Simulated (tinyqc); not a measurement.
Inside a calculation (part 2 of 3). Method: UHF in the 6-31g basis, for H4, spin multiplicity 3. Computed by tinyqc, a small Python program that keeps every step (integrals from PySCF). Command: `OMP_NUM_THREADS=1 python tinyqc.py 21253 21254 out.jsonl` (the two numbers bound the seeds that draw the settings). One thread of a shared host (Intel(R) Xeon(R) Processor @ 2.60GHz), about 0.2 s of CPU time with the checks.

Geometry (angstrom):
```
atom,x,y,z
H,0.000000,0.000000,0.000000
H,0.000000,0.000000,1.449000
H,0.000000,0.000000,2.274000
H,0.000000,0.000000,3.723000
```

## Iteration 1: diagonalisation and new density

F(alpha) (hartree), lower triangle:
```
,1H 1s,1H 2s,2H 1s,2H 2s,3H 1s,3H 2s,4H 1s,4H 2s
1H 1s,0.241017
1H 2s,-0.079462,-0.048475
2H 1s,-0.090568,-0.193592,-0.315209
2H 2s,-0.108553,-0.164309,-0.472751,-0.371469
3H 1s,-0.004140,-0.086588,-0.386945,-0.415386,-0.315209
3H 2s,-0.050259,-0.119480,-0.415386,-0.357298,-0.472751,-0.371469
4H 1s,0.000650,-0.003123,-0.004140,-0.050259,-0.090568,-0.108553,0.241017
4H 2s,-0.003123,-0.017197,-0.086588,-0.119480,-0.193592,-0.164309,-0.079462,-0.048475
```

F(beta) (hartree), lower triangle:
```
,1H 1s,1H 2s,2H 1s,2H 2s,3H 1s,3H 2s,4H 1s,4H 2s
1H 1s,0.428942
1H 2s,-0.051849,0.007729
2H 1s,-0.086904,-0.187314,-0.136462
2H 2s,-0.098033,-0.142229,-0.436908,-0.338434
3H 1s,-0.005125,-0.079552,-0.393416,-0.380235,-0.136462
3H 2s,-0.045677,-0.115207,-0.380235,-0.335036,-0.436908,-0.338434
4H 1s,-0.012324,0.006228,-0.005125,-0.045677,-0.086904,-0.098033,0.428942
4H 2s,0.006228,-0.024622,-0.079552,-0.115207,-0.187314,-0.142229,-0.051849,0.007729
```

X:
```
,1,2,3,4,5,6,7,8
1H 1s,0.146839,-0.657842,-0.804259,0.551737,-0.346122,0.420074,0.350383,0.093268
1H 2s,-1.059538,1.055702,0.822531,-0.296945,0.053418,0.312562,0.365929,0.157979
2H 1s,-0.670100,0.452397,-0.466374,0.684847,0.780897,-0.282820,0.098412,0.207842
2H 2s,3.193227,-0.705557,0.212037,-0.519616,0.197512,-0.105331,0.125958,0.282686
3H 1s,0.670100,0.452397,0.466374,0.684847,-0.780897,-0.282820,-0.098412,0.207842
3H 2s,-3.193227,-0.705557,-0.212037,-0.519616,-0.197512,-0.105331,-0.125958,0.282686
4H 1s,-0.146839,-0.657842,0.804259,0.551737,0.346122,0.420074,-0.350383,0.093268
4H 2s,1.059538,1.055702,-0.822531,-0.296945,-0.053418,0.312562,-0.365929,0.157979
```

D(alpha) at the start, lower triangle:
```
,1H 1s,1H 2s,2H 1s,2H 2s,3H 1s,3H 2s,4H 1s,4H 2s
1H 1s,1.520003
1H 2s,-1.813186,2.689579
2H 1s,-0.018670,0.758283,1.058258
2H 2s,0.763705,-2.955081,-2.845664,8.331188
3H 1s,-0.224748,-0.466387,-1.019130,2.740909,1.058258
3H 2s,-0.112018,2.173607,2.740909,-8.050734,-2.845664,8.331188
4H 1s,-0.005688,-0.002713,-0.224748,-0.112018,-0.018670,0.763705,1.520003
4H 2s,-0.002713,-0.512034,-0.466387,2.173607,0.758283,-2.955081,-1.813186,2.689579
```

D(beta) at the start, lower triangle:
```
,1H 1s,1H 2s,2H 1s,2H 2s,3H 1s,3H 2s,4H 1s,4H 2s
1H 1s,0.757157
1H 2s,-0.907949,1.088773
2H 1s,-0.121709,0.145948,0.019564
2H 2s,0.325843,-0.390737,-0.052378,0.140227
3H 1s,-0.121709,0.145948,0.019564,-0.052378,0.019564
3H 2s,0.325843,-0.390737,-0.052378,0.140227,-0.052378,0.140227
4H 1s,0.757157,-0.907949,-0.121709,0.325843,-0.121709,0.325843,0.757157
4H 2s,-0.907949,1.088773,0.145948,-0.390737,0.145948,-0.390737,-0.907949,1.088773
```

overlap S, lower triangle:
```
,1H 1s,1H 2s,2H 1s,2H 2s,3H 1s,3H 2s,4H 1s,4H 2s
1H 1s,1.000000
1H 2s,0.658292,1.000000
2H 1s,0.065421,0.245940,1.000000
2H 2s,0.245940,0.546285,0.658292,1.000000
3H 1s,0.001813,0.058542,0.382044,0.478258,1.000000
3H 2s,0.058542,0.225576,0.478258,0.822014,0.658292,1.000000
4H 1s,0.000000,0.001033,0.001813,0.058542,0.065421,0.245940,1.000000
4H 2s,0.001033,0.018473,0.058542,0.225576,0.245940,0.546285,0.658292,1.000000
```

Diagonalise F' = X^T F X, C = X C', fill 3 alpha and 1 beta electrons from the bottom; D(s) = C_occ C_occ^T; the new density keeps 0.5 of the old one (damping). Each column has its largest component positive (the first on a tie).

F' = X^T F X (alpha) (hartree), lower triangle:
```
,1,2,3,4,5,6,7,8
1,0.481571
2,0.000000,0.541327
3,0.073336,0.000000,0.566266
4,0.000000,-0.040620,0.000000,0.493434
5,-0.188176,0.000000,0.079260,0.000000,0.203688
6,0.000000,-0.137393,0.000000,0.145925,0.000000,0.004316
7,-0.062288,0.000000,-0.108334,0.000000,-0.159993,0.000000,-0.036304
8,0.000000,-0.029924,0.000000,-0.116402,0.000000,0.205311,0.000000,-0.501390
```

orbital energies (alpha) (hartree): MO1 -0.597775, MO2 -0.151418, MO3 0.024815, MO4 0.167652, MO5 0.484464, MO6 0.566905, MO7 0.626182, MO8 0.632082

coefficients C (alpha):
```
,MO1,MO2,MO3,MO4,MO5,MO6,MO7,MO8
1H 1s,0.026602,0.118857,0.155256,-0.075331,-0.057648,0.632857,0.945619,-0.700467
1H 2s,-0.021502,0.141819,0.639181,-0.848903,-0.375589,-1.083399,-0.880485,0.146406
2H 1s,0.385559,0.290391,-0.174933,0.387398,-0.784273,-0.735159,-0.050211,-0.714956
2H 2s,0.232200,0.920924,-0.076444,1.284728,0.864474,2.247494,0.227468,1.657310
3H 1s,0.385559,-0.290391,-0.174933,-0.387398,-0.784273,0.735159,-0.050211,0.714956
3H 2s,0.232200,-0.920924,-0.076444,-1.284728,0.864474,-2.247494,0.227468,-1.657310
4H 1s,0.026602,-0.118857,0.155256,0.075331,-0.057648,-0.632857,0.945619,0.700467
4H 2s,-0.021502,-0.141819,0.639181,0.848903,-0.375589,1.083399,-0.880485,-0.146406
```

F' = X^T F X (beta) (hartree), lower triangle:
```
,1,2,3,4,5,6,7,8
1,0.767975
2,0.000000,0.705490
3,0.138480,0.000000,0.961713
4,0.000000,-0.100093,0.000000,0.666897
5,-0.388726,0.000000,0.048984,0.000000,0.471970
6,0.000000,-0.225121,0.000000,0.164818,0.000000,0.120127
7,-0.069145,0.000000,-0.195944,0.000000,-0.176105,0.000000,0.048258
8,0.000000,-0.018359,0.000000,-0.056934,0.000000,0.200828,0.000000,-0.445070
```

orbital energies (beta) (hartree): MO1 -0.520374, MO2 -0.085890, MO3 0.088576, MO4 0.264206, MO5 0.588262, MO6 0.890980, MO7 0.963130, MO8 1.108470

coefficients C (beta):
```
,MO1,MO2,MO3,MO4,MO5,MO6,MO7,MO8
1H 1s,0.022944,0.100430,0.109534,-0.087555,-0.022621,0.953569,0.870180,-0.368779
1H 2s,-0.022836,0.159558,0.695830,-0.917164,-0.378000,-0.835314,-1.012547,-0.209847
2H 1s,0.330789,0.207088,-0.153037,0.250506,-0.814330,-0.029802,-0.382646,-1.016842
2H 2s,0.282600,1.017076,-0.125698,1.691764,0.851504,0.195180,1.290108,2.176154
3H 1s,0.330789,-0.207088,-0.153037,-0.250506,-0.814330,-0.029802,0.382646,1.016842
3H 2s,0.282600,-1.017076,-0.125698,-1.691764,0.851504,0.195180,-1.290108,-2.176154
4H 1s,0.022944,-0.100430,0.109534,0.087555,-0.022621,0.953569,-0.870180,0.368779
4H 2s,-0.022836,-0.159558,0.695830,0.917164,-0.378000,-0.835314,1.012547,0.209847
```

D(alpha) after iteration 1, lower triangle:
```
,1H 1s,1H 2s,2H 1s,2H 2s,3H 1s,3H 2s,4H 1s,4H 2s
1H 1s,0.779471
1H 2s,-0.848833,1.559353
2H 1s,-0.000529,0.339681,0.660922
2H 2s,0.433736,-1.439166,-1.237668,4.619524
3H 1s,-0.138083,-0.313837,-0.462100,1.288190,0.660922
3H 2s,-0.113584,0.994574,1.288190,-4.419537,-1.237668,4.619524
4H 1s,0.002498,0.039548,-0.138083,-0.113584,-0.000529,0.433736,0.779471
4H 2s,0.039548,-0.061566,-0.313837,0.994574,0.339681,-1.439166,-0.848833,1.559353
```

D(beta) after iteration 1, lower triangle:
```
,1H 1s,1H 2s,2H 1s,2H 2s,3H 1s,3H 2s,4H 1s,4H 2s
1H 1s,0.378842
1H 2s,-0.454237,0.544647
2H 1s,-0.057060,0.069197,0.064493
2H 2s,0.166164,-0.198595,0.020552,0.110045
3H 1s,-0.057060,0.069197,0.064493,0.020552,0.064493
3H 2s,0.166164,-0.198595,0.020552,0.110045,0.020552,0.110045
4H 1s,0.378842,-0.454237,-0.057060,0.166164,-0.057060,0.166164,0.378842
4H 2s,-0.454237,0.544647,0.069197,-0.198595,0.069197,-0.198595,-0.454237,0.544647
```

## Iteration 2: building the Fock matrix

core Hamiltonian H = T + V (hartree), lower triangle:
```
,1H 1s,1H 2s,2H 1s,2H 2s,3H 1s,3H 2s,4H 1s,4H 2s
1H 1s,-0.997596
1H 2s,-0.969631,-1.128678
2H 1s,-0.178937,-0.501604,-1.491524
2H 2s,-0.434752,-0.781968,-1.280159,-1.492947
3H 1s,-0.009291,-0.153134,-0.902228,-0.991963,-1.491524
3H 2s,-0.124488,-0.377347,-0.991963,-1.280884,-1.280159,-1.492947
4H 1s,-0.000001,-0.003274,-0.009291,-0.124488,-0.178937,-0.434752,-0.997596
4H 2s,-0.003274,-0.040093,-0.153134,-0.377347,-0.501604,-0.781968,-0.969631,-1.128678
```

nuclear repulsion = 1.97938287 hartree

Given earlier and not repeated: Two-electron integrals (ij|kl) in chemists' order.

J_ij = sum D_kl (ij|kl) with D = D(alpha) + D(beta), K_ij = sum D_kl (ik|jl) for each spin; F = H + J - K(s); E = tr D H + tr D J / 2 - 0.5 sum_s tr D(s) K(s) + E_nn.

Coulomb J (hartree), lower triangle:
```
,1H 1s,1H 2s,2H 1s,2H 2s,3H 1s,3H 2s,4H 1s,4H 2s
1H 1s,1.483785
1H 2s,0.900505,1.180341
2H 1s,0.101380,0.395846,1.806926
2H 2s,0.350353,0.721797,1.099819,1.413497
3H 1s,0.002998,0.099284,0.694798,0.808676,1.806926
3H 2s,0.084772,0.311550,0.808676,1.175915,1.099819,1.413497
4H 1s,0.000000,0.001542,0.002998,0.084772,0.101380,0.350353,1.483785
4H 2s,0.001542,0.026427,0.099284,0.311550,0.395846,0.721797,0.900505,1.180341
```

exchange K(alpha) (hartree), lower triangle:
```
,1H 1s,1H 2s,2H 1s,2H 2s,3H 1s,3H 2s,4H 1s,4H 2s
1H 1s,0.377944
1H 2s,0.206971,0.254987
2H 1s,0.050300,0.122665,0.465766
2H 2s,0.103956,0.163761,0.298603,0.285713
3H 1s,-0.013142,0.023732,0.205351,0.231577,0.465766
3H 2s,0.030602,0.069712,0.231577,0.237491,0.298603,0.285713
4H 1s,0.008776,0.009301,-0.013142,0.030602,0.050300,0.103956,0.377944
4H 2s,0.009301,0.012709,0.023732,0.069712,0.122665,0.163761,0.206971,0.254987
```

exchange K(beta) (hartree), lower triangle:
```
,1H 1s,1H 2s,2H 1s,2H 2s,3H 1s,3H 2s,4H 1s,4H 2s
1H 1s,0.094163
1H 2s,0.020038,0.043939
2H 1s,0.019146,0.070822,0.263887
2H 2s,0.025761,0.068692,0.218079,0.206824
3H 1s,0.012530,0.052320,0.201976,0.201270,0.263887
3H 2s,0.017601,0.058081,0.201270,0.199914,0.218079,0.206824
4H 1s,0.007369,0.000116,0.012530,0.017601,0.019146,0.025761,0.094163
4H 2s,0.000116,0.017971,0.052320,0.058081,0.070822,0.068692,0.020038,0.043939
```

F(alpha) (hartree), lower triangle:
```
,1H 1s,1H 2s,2H 1s,2H 2s,3H 1s,3H 2s,4H 1s,4H 2s
1H 1s,0.108245
1H 2s,-0.276097,-0.203324
2H 1s,-0.127857,-0.228423,-0.150364
2H 2s,-0.188354,-0.223932,-0.478943,-0.365163
3H 1s,0.006849,-0.077582,-0.412782,-0.414863,-0.150364
3H 2s,-0.070318,-0.135509,-0.414863,-0.342460,-0.478943,-0.365163
4H 1s,-0.008777,-0.011033,0.006849,-0.070318,-0.127857,-0.188354,0.108245
4H 2s,-0.011033,-0.026376,-0.077582,-0.135509,-0.228423,-0.223932,-0.276097,-0.203324
```

F(beta) (hartree), lower triangle:
```
,1H 1s,1H 2s,2H 1s,2H 2s,3H 1s,3H 2s,4H 1s,4H 2s
1H 1s,0.392026
1H 2s,-0.089164,0.007724
2H 1s,-0.096703,-0.176581,0.051515
2H 2s,-0.110159,-0.128863,-0.398419,-0.286274
3H 1s,-0.018823,-0.106170,-0.409407,-0.384556,0.051515
3H 2s,-0.057317,-0.123878,-0.384556,-0.304883,-0.398419,-0.286274
4H 1s,-0.007370,-0.001849,-0.018823,-0.057317,-0.096703,-0.110159,0.392026
4H 2s,-0.001849,-0.031638,-0.106170,-0.123878,-0.176581,-0.128863,-0.089164,0.007724
```

total energy of this density = 0.83449751 hartree

This density is a damped mixture and is not idempotent.

## Iteration 2: DIIS over 2 matrices

error matrix X^T (FDS - SDF) X (alpha):
```
,1,2,3,4,5,6,7,8
1,0.000000,0.000000,-0.010030,0.000000,0.070508,0.000000,-0.011521,0.000000
2,0.000000,0.000000,0.000000,0.012853,0.000000,0.060019,0.000000,0.041554
3,0.010030,0.000000,0.000000,0.000000,-0.011516,0.000000,0.050368,0.000000
4,0.000000,-0.012853,0.000000,0.000000,0.000000,-0.078693,0.000000,-0.010549
5,-0.070508,0.000000,0.011516,0.000000,0.000000,0.000000,0.101577,0.000000
6,0.000000,-0.060019,0.000000,0.078693,0.000000,0.000000,0.000000,-0.014731
7,0.011521,0.000000,-0.050368,0.000000,-0.101577,0.000000,0.000000,0.000000
8,0.000000,-0.041554,0.000000,0.010549,0.000000,0.014731,0.000000,0.000000
```

B (overlaps of the stored error matrices):
```
,1,2
1,1.5193418e-01,8.4921253e-02
2,8.4921253e-02,8.0842067e-02
```

Minimise |sum c_i e_i|^2 with sum c_i = 1: solve [B -1; -1 0][c; lambda] = [0; -1] with B_ij = tr e_i^T e_j summed over both spins, and take F = sum c_i F_i.

DIIS coefficients: -0.064817  1.064817

extrapolated F(alpha) (hartree), lower triangle:
```
,1H 1s,1H 2s,2H 1s,2H 2s,3H 1s,3H 2s,4H 1s,4H 2s
1H 1s,0.099639
1H 2s,-0.288843,-0.213360
2H 1s,-0.130274,-0.230681,-0.139679
2H 2s,-0.193527,-0.227796,-0.479345,-0.364754
3H 1s,0.007561,-0.076998,-0.414457,-0.414830,-0.139679
3H 2s,-0.071618,-0.136548,-0.414830,-0.341499,-0.479345,-0.364754
4H 1s,-0.009388,-0.011546,0.007561,-0.071618,-0.130274,-0.193527,0.099639
4H 2s,-0.011546,-0.026970,-0.076998,-0.136548,-0.230681,-0.227796,-0.288843,-0.213360
```

extrapolated F(beta) (hartree), lower triangle:
```
,1H 1s,1H 2s,2H 1s,2H 2s,3H 1s,3H 2s,4H 1s,4H 2s
1H 1s,0.389633
1H 2s,-0.091582,0.007724
2H 1s,-0.097338,-0.175885,0.063699
2H 2s,-0.110945,-0.127996,-0.395924,-0.282893
3H 1s,-0.019711,-0.107895,-0.410443,-0.384836,0.063699
3H 2s,-0.058071,-0.124440,-0.384836,-0.302929,-0.395924,-0.282893
4H 1s,-0.007049,-0.002372,-0.019711,-0.058071,-0.097338,-0.110945,0.389633
4H 2s,-0.002372,-0.032093,-0.107895,-0.124440,-0.175885,-0.127996,-0.091582,0.007724
```

## Iteration 2: diagonalisation and new density

As before.

F' = X^T F X (alpha) (hartree), lower triangle:
```
,1,2,3,4,5,6,7,8
1,0.707532
2,0.000000,0.740115
3,0.178378,0.000000,0.814072
4,0.000000,0.000476,0.000000,0.725042
5,-0.380060,0.000000,-0.021756,0.000000,0.491931
6,0.000000,-0.219630,0.000000,0.087739,0.000000,-0.121720
7,-0.050802,0.000000,-0.123886,0.000000,-0.124137,0.000000,-0.243468
8,0.000000,-0.035425,0.000000,-0.115683,0.000000,0.077830,0.000000,-0.541999
```

orbital energies (alpha) (hartree): MO1 -0.569015, MO2 -0.288664, MO3 -0.166939, MO4 0.214599, MO5 0.738186, MO6 0.756309, MO7 0.799206, MO8 1.087822

coefficients C (alpha):
```
,MO1,MO2,MO3,MO4,MO5,MO6,MO7,MO8
1H 1s,0.069440,0.206054,0.223109,-0.076395,0.347849,-0.914861,-0.864137,-0.160308
1H 2s,0.058044,0.322852,0.598465,-0.855305,-0.004295,0.981955,0.981727,-0.368675
2H 1s,0.323336,0.140344,-0.166997,0.232121,0.754399,0.158472,0.308726,-1.089649
2H 2s,0.248256,0.544236,-0.176849,2.039880,-0.718540,-0.749920,-0.499611,2.297140
3H 1s,0.323336,-0.140344,-0.166997,-0.232121,0.754399,-0.158472,0.308726,1.089649
3H 2s,0.248256,-0.544236,-0.176849,-2.039880,-0.718540,0.749920,-0.499611,-2.297140
4H 1s,0.069440,-0.206054,0.223109,0.076395,0.347849,0.914861,-0.864137,0.160308
4H 2s,0.058044,-0.322852,0.598465,0.855305,-0.004295,-0.981955,0.981727,0.368675
```

F' = X^T F X (beta) (hartree), lower triangle:
```
,1,2,3,4,5,6,7,8
1,0.877760
2,0.000000,0.845004
3,0.208900,0.000000,1.036999
4,0.000000,-0.031258,0.000000,0.851911
5,-0.457315,0.000000,-0.050683,0.000000,0.761747
6,0.000000,-0.262347,0.000000,0.085923,0.000000,0.138538
7,-0.030824,0.000000,-0.188700,0.000000,-0.084173,0.000000,0.041090
8,0.000000,-0.008536,0.000000,-0.050477,0.000000,0.145498,0.000000,-0.416440
```

orbital energies (beta) (hartree): MO1 -0.458448, MO2 -0.008190, MO3 0.083941, MO4 0.350978, MO5 0.830523, MO6 0.962997, MO7 0.984125, MO8 1.390681

coefficients C (beta):
```
,MO1,MO2,MO3,MO4,MO5,MO6,MO7,MO8
1H 1s,0.038735,0.160006,0.161052,-0.037132,0.141770,0.935304,0.929293,-0.142815
1H 2s,0.006655,0.417284,0.678082,-0.886857,0.199084,-0.908769,-0.922621,-0.352227
2H 1s,0.290165,0.092474,-0.108891,0.169470,0.825541,-0.138895,-0.135622,-1.109216
2H 2s,0.303932,0.441601,-0.204445,2.234066,-0.791547,0.313205,0.641360,2.167748
3H 1s,0.290165,-0.092474,-0.108891,-0.169470,0.825541,-0.138895,0.135622,1.109216
3H 2s,0.303932,-0.441601,-0.204445,-2.234066,-0.791547,0.313205,-0.641360,-2.167748
4H 1s,0.038735,-0.160006,0.161052,0.037132,0.141770,0.935304,-0.929293,0.142815
4H 2s,0.006655,-0.417284,0.678082,0.886857,0.199084,-0.908769,0.922621,0.352227
```

D(alpha) after iteration 2, lower triangle:
```
,1H 1s,1H 2s,2H 1s,2H 2s,3H 1s,3H 2s,4H 1s,4H 2s
1H 1s,0.438264
1H 2s,-0.322377,1.012558
2H 1s,0.006792,0.151909,0.406526
2H 2s,0.261830,-0.677443,-0.525742,2.504312
3H 1s,-0.090904,-0.220161,-0.174681,0.660807,0.406526
3H 2s,-0.123972,0.363719,0.660807,-2.311412,-0.525742,2.504312
4H 1s,0.007320,0.055288,-0.090904,-0.123972,0.006792,0.261830,0.438264
4H 2s,0.055288,0.097865,-0.220161,0.363719,0.151909,-0.677443,-0.322377,1.012558
```

D(beta) after iteration 2, lower triangle:
```
,1H 1s,1H 2s,2H 1s,2H 2s,3H 1s,3H 2s,4H 1s,4H 2s
1H 1s,0.190171
1H 2s,-0.226989,0.272346
2H 1s,-0.022910,0.035564,0.074344
2H 2s,0.088968,-0.098286,0.054371,0.101210
3H 1s,-0.022910,0.035564,0.074344,0.054371,0.074344
3H 2s,0.088968,-0.098286,0.054371,0.101210,0.054371,0.101210
4H 1s,0.190171,-0.226989,-0.022910,0.088968,-0.022910,0.088968,0.190171
4H 2s,-0.226989,0.272346,0.035564,-0.098286,0.035564,-0.098286,-0.226989,0.272346
```
